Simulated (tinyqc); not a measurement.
A particle near a wafer in liquid: double-layer and van der Waals forces (DLVO), deposition barrier and removal: one step, computed by the program tinyqc.

Sphere and flat wall, Derjaguin approximation, constant potentials in the linear-superposition form, no retardation and no hydration force.

Problem. Energy and force at one gap. U(h) = Z R exp(-kappa h) - A R/(6 h); F(h) = -dU/dh = kappa Z R exp(-kappa h) - A R/(6 h^2), positive for repulsion.

Inputs (values chosen for the exercise, of the order of those for silicon nitride on silicon in water):

| quantity | value | unit |
|---|---|---|
| particle radius R | 11 | nm |
| Hamaker constant A | 2.7e-20 | J |
| temperature T | 343 | K |
| gap h | 3.1 | nm |

Z = -3.359987 pN

kappa = 0.1734821 1/nm

Constants: k_B = 1.380649e-23 J/K.

Give: double-layer energy; van der Waals energy; U(h); F(h).

Solution.

double-layer energy = -4.558 k_B T

van der Waals energy = -3.372 k_B T

U(h) = -7.930 k_B T

F(h) = -8.896 pN

Caution: kappa R is not large, so the Derjaguin approximation is only rough at gaps of the order of the Debye length. Caution: for kappa h below 1 linear superposition is only rough, and charge regulation matters.
